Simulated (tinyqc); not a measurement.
# Schottky diode by thermionic emission with image-force lowering and series resistance: what changes with what

Metal on an n-type semiconductor with one parabolic valley; V > 0 is forward bias (metal positive). I = I0 [exp(Vj/(n Vt)) - 1] with Vj = V - I Rs; I0 = S A* T^2 exp(-(phi - dphi)/Vt), the lowering dphi taken at zero bias.

Values chosen for this exercise; band and dielectric values close to those of gallium arsenide:

| symbol | value | unit | meaning |
|---|---|---|---|
| T | 400 | K | temperature |
| me | 0.0668 | m0 | electron mass |
| eps_r | 12.9 |  | relative permittivity |
| phi | 0.66 | eV | barrier height seen from the metal |
| Nd | 6e16 | cm^-3 | donor density |
| S | 0.00051 | cm^2 | area |

Constants: q = 1.602176634e-19 C, kB = 1.380649e-23 J/K, h = 6.62607015e-34 J s, m0 = 9.1093837015e-31 kg, Vt = kB T/q, eps0 = 8.8541878128e-14 F/cm where lengths are in cm. Results are converted to the units shown.

Each table varies one quantity; the others keep the values above.

## Soft saturation in reverse bias

A* = 4 pi q me m0 kB^2/h^3 (times 1e-4 for A/(cm^2 K^2)); Nc = 2 (2 pi me m0 kB T/h^2)^1.5 (times 1e-6 for cm^-3); xi = Vt ln(Nc/Nd), Vbi = phi - xi; surface field Em = sqrt(2 q Nd (Vbi - V - Vt)/(eps0 eps_r)); dphi = sqrt(q Em/(4 pi eps0 eps_r)). Here dphi follows the bias, J = -A* T^2 exp(-(phi - dphi(V))/Vt) [1 - exp(V/Vt)], without Rs.

Soft saturation in reverse bias:
```
V (V)  Em (kV/cm)  dphi (meV)  J (A/cm^2)
-0.2       111.80      35.326   -0.017252
-0.5       132.47      38.454   -0.018948
-1         161.14      42.411   -0.021253
-2         206.88      48.055   -0.025034
-4         276.52      55.558   -0.031122
-7         356.32      63.066   -0.038697
-10        421.26      68.573   -0.045400
-15        511.49      75.561   -0.055603
```

What does the table show?

dphi rises from 35.3 to 75.6 meV, as the square root of the field, and |J| grows by a factor of 3.22: the reverse current does not saturate. Tunnelling and generation are left out.

## Effect of the doping on the lowering

Same model as above.

Here V = 0 in Em.

Results:
```
Nd (cm^-3)  Vbi (V)  Em (kV/cm)  dphi (meV)     I0 (A)
1.1e14      0.35977      3.1684      5.9470  3.7633e-6
2.9e14      0.39318      5.4022      7.7655  3.9672e-6
7.7e14      0.42684      9.2065      10.137  4.2498e-6
5.2e15      0.49268      25.854      16.988  5.1842e-6
1.4e16      0.52682      43.975      22.156  6.0226e-6
3.6e16      0.55937      72.810      28.509  7.2416e-6
9.4e16      0.59246      121.30      36.798  9.2102e-6
```

Estimate the missing row, Nd = 2e15 cm^-3.

Computed row:
```
Nd (cm^-3)  Vbi (V)  Em (kV/cm)  dphi (meV)     I0 (A)
2e15        0.45974      15.447      13.131  4.6354e-6
```

With this row back in the table: dphi rises from 5.95 to 36.8 meV, as Nd^(0.27) (1/4 at fixed Vbi), and I0 grows by a factor of 2.45. Emission limits the current only if the drift velocity at the surface is well above A* T^2/(q Nc) = 1.20e7 cm/s; with a mobility of 7970 cm^2/(V s) it is less than three times that in 1 of the rows, where I0 is overstated.

Computed by the program tinyqc: `OMP_NUM_THREADS=1 python tinyqc.py 2640112 2640113 out.jsonl`, one thread of a shared Intel Xeon 2.30GHz, about 0.01 s for the whole run.
